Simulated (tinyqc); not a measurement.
Minority-electron transport through the base of a bipolar transistor (Moll-Ross and Kroemer integrals): one step, computed by the program tinyqc.

Low injection, one dimension, x from the emitter edge (0) to the collector edge (W), s = x/W. Recombination is treated as a small correction (valid for tau_B well below tau_n), computed from the stored charge.

Problem. Profile and built-in field. N(x) = N_0 (ratio)^(-s); n_i(x) = n_i; D(x) = (k_B T/e) mu, mu = mu_min + (mu_max - mu_min)/(1 + (N/N_ref)^0.7). Field that drives electrons towards the collector, averaged over the base: (k_B T/e) ln[N_0 n_i(W)^2/(N(W) n_i^2)]/W.

Inputs (values chosen for the exercise, modelled on GaAs):
```
quantity                               value        unit
base doping at the emitter edge N_0  1.6e+19      1/cm^3
base width W                              30          nm
mu_min                                   930  cm^2/(V s)
mu_max                                  6860  cm^2/(V s)
N_ref                                1.3e+17      1/cm^3
temperature T                            300           K
doping ratio N_0/N(W)                     68           -
```

Base doping profile: exponential. Gap grading: none. Exit of the base: saturation velocity.

Constants: k_B = 8.617333262e-05 eV/K.

Give: Across the base; drift factor eta (potential drop in k_B T/e); mean built-in field.

Solution.

Across the base:
```
s    N (1/cm^3)  n_i(x)^2/n_i^2  D (cm^2/s)  y (s/cm^5)
0.0   1.600e+19               1       29.14   5.490e+17
0.2   6.880e+18               1       33.01   2.084e+17
0.4   2.959e+18               1       39.51   7.489e+16
0.6   1.272e+18               1       49.86   2.552e+16
0.8   5.472e+17               1       65.09   8.406e+15
1.0   2.353e+17               1       85.00   2.768e+15
```

drift factor eta (potential drop in k_B T/e) = 4.220

mean built-in field = 36.36 kV/cm
